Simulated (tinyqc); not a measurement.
Length of a polyene: Hueckel, PPP and singles CI along the polyenes. Computed by the program tinyqc. Command: `OMP_NUM_THREADS=1 python tinyqc.py 113906 113907 out.jsonl`; one thread of a shared host (Intel(R) Xeon(R) Processor @ 2.60GHz), about 0.1 s.

All-trans chains of carbon centres 1.40 angstrom apart:
```
parameter                               value
beta (eV), times 1 +/- alternation  -2.240000
alternation                          0.050000
W (eV)                              11.160000
gamma_rr (eV)                       10.510000
repulsion formula                        Ohno
```

Hueckel uses the same beta without repulsion; CIS keeps all single excitations and so misses the low, doubly excited 2Ag state. W is the valence ionisation energy of a centre, MN the Mataga-Nishimoto formula, f the oscillator strength.

Gaps and excitations (eV):
```
centres  Hueckel gap  PPP orbital gap  bright singlet (CIS)       f  lowest triplet (CIS)
2             4.7040          12.0551                6.2834  0.5387                3.1246
4             3.0349           9.5962                4.9313  1.0132                2.1743
6             2.2743           8.3475                4.1279  1.4207                1.7217
8             1.8440           7.6031                3.6072  1.7803                1.4768
10            1.5683           7.1170                3.2477  2.1027                1.3304
12            1.3771           6.7801                2.9886  2.3987                1.2366
```

The Hueckel gap tends to 4 x alternation x |beta| = 0.45 eV for long chains. Exchange opens the PPP orbital gap, and the attraction of electron and hole brings the bright state 3.79 eV below it at 12 centres; the triplet lies 1.75 eV lower still.
